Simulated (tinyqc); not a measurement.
Admittance spectroscopy and thermally stimulated current of one trap level in a depletion layer: one step, computed by the program tinyqc. Command: `OMP_NUM_THREADS=1 python tinyqc.py 3110202 3110203 out.jsonl admit walk`. One thread of a shared host (Intel(R) Xeon(R) Processor @ 2.30GHz), about 0.01 s of CPU time with the checks.

A Schottky junction on n-type material holds one donor-like electron trap; shallow donors are fully ionised and abrupt depletion edges are assumed.

Task: The capacitance step. With E_c - E_F = k_B T_p ln(N_c/N): lambda = sqrt(2 eps eps_0 (E_t - (E_c - E_F))/(e^2 N)); traps are empty and charged for x < x_t = w - lambda, and V_b = e (N w^2 + N_t x_t^2)/(2 eps eps_0). High frequency: C_hf = eps eps_0/w. Low frequency: C_lf = eps eps_0 (N + N_t)/(N w + N_t x_t).

Inputs (values chosen for the exercise, modelled on n-type beta-Ga2O3):

| quantity | value | unit |
|---|---|---|
| dielectric constant eps | 10.2 | - |
| shallow doping N | 4.5e+15 | 1/cm^3 |
| trap density N_t | 3.9e+14 | 1/cm^3 |
| trap depth E_t below the band | 0.518 | eV |
| band bending V_b | 2.4 | V |

E_c - E_F = k_B T_p ln(N_c/N) = 0.2198238 eV

Constants: eps_0 = 8.8541878128e-12 F/m; e = 1.602176634e-19 C.

Give: lambda; depletion width w; crossing point x_t; C_hf; C_lf; step (C_lf - C_hf)/C_hf; small-N_t estimate (N_t/N)(lambda/w).

Result:

lambda = 273.3 nm

depletion width w = 762.0 nm

crossing point x_t = 488.6 nm

C_hf = 11.85 nF/cm^2

C_lf = 12.20 nF/cm^2

step (C_lf - C_hf)/C_hf = 0.02945

small-N_t estimate (N_t/N)(lambda/w) = 0.03109

Reading N_t/N straight from the step would give 0.0295 against the true 0.0867: the factor lambda/w must be known.
